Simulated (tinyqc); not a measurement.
## Junction parameters from two forward currents

Question. D(v) = J1 (exp(v/Vt) - 1) + J2 (exp(v/(2 Vt)) - 1). Find J1, J2 and the voltage 2 Vt ln(J2/J1) near which both parts are equal.

Values chosen for this exercise: temperature T = 358 K.

Constants: q = 1.602176634e-19 C, kB = 1.380649e-23 J/K, Vt = kB T/q. Results are converted to the units shown.

junction voltages (V): [0.35, 0.7]
currents (uA/um): [4.7097201e-7, 0.012963275]

Solution. The current is linear in J1 and J2, so two points give two equations.

J1 = 1.800e-12 uA/um
J2 = 1.100e-9 uA/um
crossover = 0.3958 V

tinyqc, about 0.2 s, one thread, Intel Xeon 2.30GHz (shared host): `OMP_NUM_THREADS=1 python tinyqc.py 2182044 2182045 out.jsonl`
